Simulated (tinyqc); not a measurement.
# Changing the ratio t_2/t_1

Model: deep-level transient spectroscopy (DLTS) of one majority-carrier trap. Computed by tinyqc, a small Python program. Command: `OMP_NUM_THREADS=1 python tinyqc.py 3014025 3014026 out.jsonl dlts sweep`. One thread of a shared host (Intel(R) Xeon(R) Processor @ 2.30GHz), about 0.07 s of CPU time with the checks.

A filling pulse loads the traps in a one-sided junction; under reverse bias they empty at the rate e, and the capacitance relaxes as C(t) = C_0 - dC exp(-e t). The signal is S = [C(t_2) - C(t_1)]/dC.

Inputs (values chosen for the exercise, with mass and screening modelled on CdS):
```
quantity                    value  unit
density-of-states mass m    0.195   m_0
valleys M                       1     -
trap depth E_t              0.374    eV
cross-section sigma_0     3.2e-15  cm^2
degeneracy ratio g            0.5     -
gate time t_1               0.001     s
temperature T                 238     K
capture barrier E_b           0.2    eV
```

Carriers: electrons. Extra term: capture barrier.

Constants: k_B = 8.617333262e-05 eV/K; k_B = 1.380649e-23 J/K; m_0 = 9.1093837015e-31 kg; h = 6.62607015e-34 J s.

Method:
- e = g sigma v N_b exp(-E/k_B T), v = sqrt(3 k_B T/m), N_b = 2 M (2 pi m k_B T/h^2)^(3/2), sigma = sigma_0 exp(-E_b/k_B T), E = E_t.
- S(e) = exp(-e t_1) - exp(-e t_2) peaks at the rate window e_0 = ln(t_2/t_1)/(t_2 - t_1).
- T_p solves e(T) = e_0 (bisection between 15 and 1500 K); the half-height points solve S = S_max/2 on either side.

One run for each value:
```
ratio t_2/t_1  peak height S_max  full width (K)  peak temperature T_p (K)  rate window e_0 (1/s)
1.5                      0.14815          40.920                    353.06                 810.93
2.0                      0.25000          40.906                    350.42                 693.15
3.0                      0.38490          41.358                    346.58                 549.31
5.0                      0.53499          42.743                    341.57                 402.36
10.0                     0.69684          46.108                    334.52                 255.84
20.0                     0.81142          50.956                    327.28                 157.67
50.0                     0.90480          58.878                    317.60                  79.84
```

Describe and explain the trends.

Over the rows, peak height S_max rises from 0.148 to 0.905 (exponent d ln y / d ln x 1.8 between the first rows and 0.12 between the last); full width (K) goes from 40.9 through a minimum among these rows, 40.9 at 2.00, to 58.9; peak temperature T_p (K) falls from 353 to 318 (exponent d ln y / d ln x -0.026 between the first rows and -0.033 between the last). A larger ratio raises the peak but widens it: sensitivity is traded for resolution.

Extremes, crossings and ranges named in words are read from the listed rows.
